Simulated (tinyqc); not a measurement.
Charges from the flat band at three thicknesses.

Inverse problem. For a gate stack whose outer layer (permittivity e2) is made in three thicknesses t2, Vfb = V0 - (q/eps0) [Qb t2/e2 + r2 t2^2/(2 e2)], with Qb the sheet density of all charge below that layer and r2 the uniform density in it. Find V0, Qb and r2.

Parameters, values chosen for the exercise: relative permittivity of layer 2 e2 = 22.6.

Constants: q = 1.602176634e-19 C, eps0 = 8.8541878128e-14 F/cm where lengths are in cm. Results are converted to the units shown.

t2 (nm): 2  4.5  8.8
Vfb (V): -2.1877686  -2.1012963  -1.8589177

Answer. A parabola through the three points gives the three coefficients.

V0 = -2.228 V
Qb = -1.720e12 cm^-2
r2 = -8.000e18 cm^-3

Computed by the program tinyqc: `OMP_NUM_THREADS=1 python tinyqc.py 2010029 2010030 out.jsonl`, one thread of a shared Intel Xeon 2.30GHz, about 0.01 s for the whole run.
